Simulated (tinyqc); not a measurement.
Inside a calculation. Method: one-electron ion in a basis of Gaussians. Computed by tinyqc, a small Python program that keeps every step. Settings: Z = 4, l = 0. Command: `OMP_NUM_THREADS=1 python tinyqc.py 25668 25669 out.jsonl` (the two numbers bound the seeds that draw the settings). One thread of a shared host (Intel(R) Xeon(R) Processor @ 2.60GHz), about 0.01 s of CPU time with the checks.

## Matrices over normalised Gaussians

exponents of r^l exp(-a r^2) (1/bohr^2): 1.964000  2.715000  3.754000

Z = 4

l = 0

With p = a_i + a_j and I(k) = Gamma((k+1)/2) / (2 p^((k+1)/2)): S = I(2l+2), T = (2l+3) a_i a_j S / p, V = -Z I(2l+1), each divided by sqrt(S_ii S_jj).

S:
```
          1         2         3
1  1.000000  0.980616  0.925562
2  0.980616  1.000000  0.980590
3  0.925562  0.980590  1.000000
```

T (hartree):
```
          1         2         3
1  2.946000  3.352575  3.580292
2  3.352575  4.072500  4.634849
3  3.580292  4.634849  5.631000
```

V (hartree):
```
           1           2           3
1  -8.945421   -9.573935   -9.989476
2  -9.573935  -10.517559  -11.256956
3  -9.989476  -11.256956  -12.367365
```

## Generalised eigenproblem

H = T + V (hartree):
```
           1          2          3
1  -5.999421  -6.221361  -6.409184
2  -6.221361  -6.445059  -6.622107
3  -6.409184  -6.622107  -6.736365
```

Solve H C = S C e through S^(-1/2); each column has its largest component positive (the first on a tie).

eigenvalues of S: 0.000820  0.074438  2.924742

eigenvalues (hartree): -7.115122  0.075113  8.105644

coefficients:
```
           1          2           3
1  -2.557808  -6.392238  -12.958671
2   4.476243   7.610435   26.923731
3  -3.003786  -1.401199  -14.284858
```

For Z = 4 and l = 0 the exact lowest level is -Z^2/(2 n^2) with n = l + 1: -8.000000 hartree. The basis is nearly linearly dependent, so rounded matrices do not reproduce these digits.
